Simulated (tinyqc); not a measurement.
Hall factor, magnetoresistance and optical conductivity for a power-law relaxation time: one step, computed by the program tinyqc.

One spherical parabolic band, tau(E) = tau_0 x^s with x = E/(k_B T). Landau quantisation is left out.

Task: Limits. mu = e <tau>/m; weak field r_H = <tau^2>/<tau>^2 and MR = c (mu B)^2, c = <tau^3>/<tau>^3 - r_H^2; strong field r_H = 1 and MR = <tau> <1/tau> - 1.

Inputs (values chosen for the exercise, with a mass close to that of electrons in InAs): effective mass m = 0.023 m_0; tau_0 = 56 fs; temperature T = 350 K.

<tau>/tau_0 = 0.2984450

<tau^2>/tau_0^2 = 0.08966546

<tau^3>/tau_0^3 = 0.02713087

<1/tau> tau_0 = 3.372147

Constants: e = 1.602176634e-19 C; m_0 = 9.1093837015e-31 kg.

Give: drift mobility mu; weak-field Hall factor; coefficient c; saturation MR.

Result:

drift mobility mu = 1278 cm^2/(V s)

weak-field Hall factor = 1.01

coefficient c = 0.00721

saturation MR = 0.640 %
